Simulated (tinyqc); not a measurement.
What moves the efficiency: defect, radiative and Auger recombination at equal electron and hole densities (ABC model).

J/(e d) = Ae n + B n^2 + C n^3 with Ae = A + 4 S/w (four side walls, carriers spread evenly), e = 1.602176634e-19 C, lengths in cm; internal efficiency IQE = B n^2/(Ae n + B n^2 + C n^3); all injected carriers recombine in the layer.

Values chosen for the exercise (orders of magnitude like those quoted for GaAs; shifted at random, so the results belong to these values and not to a real crystal):
- A = 1500000 1/s (defect rate)
- B = 9.9e-11 cm^3/s (radiative coefficient)
- C = 1.4e-30 cm^6/s (Auger coefficient)
- S = 0 cm/s (recombination velocity of the side walls)
- w = 3.6 micrometre (side of the square mesa)
- d = 79 nm (active thickness)
- J = 23 A/cm^2 (current density)

IQE_max = Q/(Q + 2) with Q = B/sqrt(Ae C), reached at n = sqrt(Ae/C).

One parameter was then changed.

Results before and after:
```
case     n (1/cm^3)     IQE  IQE_max  J at the peak (A/cm^2)
base      4.197e+17  0.9597   0.9716                     138
changed   3.437e+17  0.9685   0.9809                     206
```

Which of these changes was made? (a) A = 3000000 1/s; (b) B = 1.49e-10 cm^3/s; (c) J = 69 A/cm^2; (d) C = 2.8e-30 cm^6/s; (e) d = 158 nm.

Answer: (b) B = 1.49e-10 cm^3/s. Of the candidates, run in turn, only this one gives the changed row.

All candidates:
```
case                 n (1/cm^3)     IQE  IQE_max  J at the peak (A/cm^2)
base                  4.197e+17  0.9597   0.9716                     138
A = 3000000 1/s       4.124e+17  0.9265   0.9602                     280
B = 1.49e-10 cm^3/s   3.437e+17  0.9685   0.9809                     206
C = 2.8e-30 cm^6/s    4.185e+17  0.9542   0.9602                    69.9
d = 158 nm            2.949e+17  0.9474   0.9716                     276
J = 69 A/cm^2         7.308e+17  0.9699   0.9716                     138
```

Run: tinyqc, `OMP_NUM_THREADS=1 python tinyqc.py 1650045 1650046 out.jsonl`; Intel(R) Xeon(R) Processor @ 2.30GHz, one thread, shared host; about 0.01 s of CPU time with all checks.
